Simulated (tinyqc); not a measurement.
## Trap density from two Hall measurements

Inverse problem. p-type body, charge-sheet picture, full ionisation (an idealisation for deep acceptors), Boltzmann statistics for free electrons. e = Ec - EF at the surface. psi = Eg - Vt ln(Nv/Na) - e; N_dep = sqrt(2 eps0 eps_r Na (psi - Vt)/q); n_f = sqrt(N_dep^2 + 2 eps0 eps_r Vt Nc exp(-e/Vt)/q) - N_dep; Vg = Vfb + psi + q (N_dep + n_t + n_f)/Cox, Cox = eps0 eox/tox. Find e and n_t at both points and the mean trap density between them.

Inputs (values chosen for the exercise); band and dielectric values close to those of 4H silicon carbide:
- T = 400 K (temperature)
- Eg = 3.21 eV (band gap)
- eps_r = 9.56 (relative permittivity)
- Nc = 2.66e19 cm^-3 (conduction-band density of states at T)
- Nv = 3.79e19 cm^-3 (valence-band density of states at T)
- eox = 3.9 (relative permittivity of the insulator)
- tox = 36 nm (insulator thickness)
- Na = 1.6e16 cm^-3 (acceptor density)
- Vfb = -1.99 V (flat-band voltage without trapped charge)

Constants: q = 1.602176634e-19 C, kB = 1.380649e-23 J/K, Vt = kB T/q, eps0 = 8.8541878128e-14 F/cm where lengths are in cm. Results are converted to the units shown.

Vg (V): 1.9326509  2.5517666
free sheet density from the Hall effect (cm^-2): 5.5568829e9  9.5860073e10

Solution. Each n_f fixes e; what the gate voltage holds beyond psi, N_dep and n_f is trapped; the difference quotient is the density, smeared over a few Vt.

e (eV): 0.247  0.146
n_t (cm^-2): 5.86e10  2.66e11
mean trap density = 2.05e12 cm^-2 eV^-1

Numbers from tinyqc (`OMP_NUM_THREADS=1 python tinyqc.py 2222239 2222240 out.jsonl`; about 0.02 s on one thread of a shared Intel Xeon 2.30GHz).
